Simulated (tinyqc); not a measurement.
Chemical vapour deposition: Grove model, boundary layer, depletion and step coverage: one step, computed by the program tinyqc.

A precursor diffuses to the surface and reacts there at first order; each molecule that reacts adds one formula unit of film.

Problem. Gas-phase and surface constants. k_s = k0 exp(-E/(k_B T)); C_g = Y p/(k_B T), 1 torr = 133.322 Pa; D = D0 (T/273.15)^1.75 (760/p). Temperatures in kelvin are T(C) + 273.15. Mean speed c = sqrt(8 k_B T/(pi M)); reactive sticking probability beta = 4 k_s/c.

Inputs (values chosen for the exercise, close to those used for silicon dioxide from an alkoxysilane):

| quantity | value | unit |
|---|---|---|
| prefactor k0 of k_s | 7.5e+08 | cm/s |
| activation energy E | 1.92 | eV |
| temperature T | 700 | C |
| total pressure p | 760 | torr |
| mole fraction of the precursor Y | 0.0068 | - |
| gas diffusivity D0 at 273.15 K and 760 torr | 0.48 | cm^2/s |
| precursor mass M | 208 | u |

Reactor: horizontal, atmospheric.

Constants: k_B = 1.380649e-23 J/K; u = 1.6605390666e-27 kg; k_B = 8.617333262e-05 eV/K.

Give: surface rate constant k_s; precursor density C_g; gas diffusivity D; mean speed c; sticking probability beta.

Solution.

surface rate constant k_s = 0.08545 cm/s

precursor density C_g = 5.128e+16 1/cm^3

gas diffusivity D = 4.435 cm^2/s

mean speed c = 31474 cm/s

sticking probability beta = 1.086e-05
